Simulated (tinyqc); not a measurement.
# Pelgrom slope, floor and doping from two device sizes

Question. s^2 = A^2/(L W) + s0^2, with s0 independent of size and A = (q/Cox) sqrt(Na Wd/3) from random dopants alone, Cox = 3.9 eps0/ti. Find A, s0 and Na.

Values chosen for this exercise: oxide-equivalent thickness in inversion ti = 2.2 nm.

Constants: q = 1.602176634e-19 C, eps0 = 8.8541878128e-14 F/cm where lengths are in cm. Results are converted to the units shown.

s for gate areas 0.013 and 0.22 um^2 (mV): 12.7428530  4.38521479
Wd = 22.7787243 nm

Solution. s^2 is linear in 1/area: slope A^2, intercept s0^2.

A = 1.41 mV um
s0 = 3.20 mV
Na = 2.50e18 cm^-3

Numbers from tinyqc (`OMP_NUM_THREADS=1 python tinyqc.py 2090126 2090127 out.jsonl`; about 0.01 s on one thread of a shared Intel Xeon 2.30GHz).
